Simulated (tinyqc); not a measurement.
Hexagonal on-chip spiral inductor, lumped pi model: one step of the calculation.

Outer diameter do = di + 2 n wd + 2 (n - 1) sp, mean da = (do + di)/2, fill p = (do - di)/(do + di), length l = 3.464 n da. L = 2.33 mu0 n^2 da/(1 + 3.82 p), mu0 = 4 pi 1e-7 H/m. Rs = rho l/(wd delta (1 - exp(-th/delta))), delta = sqrt(rho/(pi f mu0)). Cs = n wd^2 eps0 eo/hu across the coil. At each end Cox = l wd eps0 eo/(2 ho) leads to the substrate branch Rsi = 2 rs he/(l wd) in parallel with Csi = l wd eps0 11.7/(2 he). With one end grounded Y = 1/(Rs + i w L) + i w Cs + 1/[1/(i w Cox) + 1/(1/Rsi + i w Csi)], w = 2 pi f; Q = -Im Y/Re Y. Eddy currents in neighbouring turns and in the substrate are left out.

Task. Admittance, quality factor and apparent inductance. Series branch 1/(Rs + i w L), substrate branch, total Y, Q = -Im Y/Re Y, apparent inductance Im(1/Y)/w, metal-only value w L/Rs, share of the loss in the substrate Re(substrate branch)/Re Y.

Inputs (values chosen for the exercise):
- f = 8 GHz (frequency)

L = 6.1965645 nH
Rs = 17.428094 ohm
Cs = 2.2602327 fF
Cox = 21.401272 fF
Rsi = 583.19920 ohm
Csi = 17.763056 fF

Wanted: series branch; substrate branch; Y; Q; apparent inductance; w L/Rs; share of the loss in the substrate.

Result.

series branch = 0.1791-3.2005i mS
substrate branch = 0.29114+0.74149i mS
Y = 0.4702-2.3454i mS
Q = 4.9879
apparent inductance = 8.1544 nH
w L/Rs = 17.872
share of the loss in the substrate = 61.915 %

Q is 27.9 % of the metal-only value.

Numbers from tinyqc (`OMP_NUM_THREADS=1 python tinyqc.py 2302156 2302157 out.jsonl`; about 0.01 s on one thread of a shared Intel Xeon 2.30GHz).
